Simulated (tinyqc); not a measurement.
Ellipsometry and reflectance of a transparent film on an absorbing substrate: one step of the calculation.

Air (index 1), film, substrate with N2 = n2 - i k2; time factor exp(+i w t). q_j = sqrt(N_j^2 - sin^2 th), root with positive real part. Fresnel coefficients r_s = (q_a - q_b)/(q_a + q_b), r_p = (N_b^2 q_a - N_a^2 q_b)/(N_b^2 q_a + N_a^2 q_b). tan(Psi) exp(i Delta) = R_p/R_s, Delta taken from 0 to 360 degrees.

Task. Psi, Delta and reflectances. beta = 2 pi d q1/lam, X = exp(-2 i beta), R = (r01 + r12 X)/(1 + r01 r12 X) for p and s.

Values chosen for this exercise: wavelength lam = 632.8 nm; film thickness d = 40 nm.

q1 = 1.1629703
r01,p = -0.050455835
r01,s = -0.39866636
r12,p = 0.37555073-0.00199194i
r12,s = -0.52984868+0.00185235i

Wanted: beta; X; R_p; R_s; Psi; Delta; |R_p|^2; |R_s|^2.

Result.

beta = 0.46189 rad
X = 0.60280-0.79789i
R_p = 0.17163-0.30694i
R_s = -0.67717+0.27464i
Psi = 25.699 degrees
Delta = 141.29 degrees
|R_p|^2 = 0.12366
|R_s|^2 = 0.53398

The bare substrate gives Psi = 23.38 and Delta = 179.72 degrees.

tinyqc, about 0.4 s, one thread, Intel Xeon 2.30GHz (shared host): `OMP_NUM_THREADS=1 python tinyqc.py 2870216 2870217 out.jsonl`
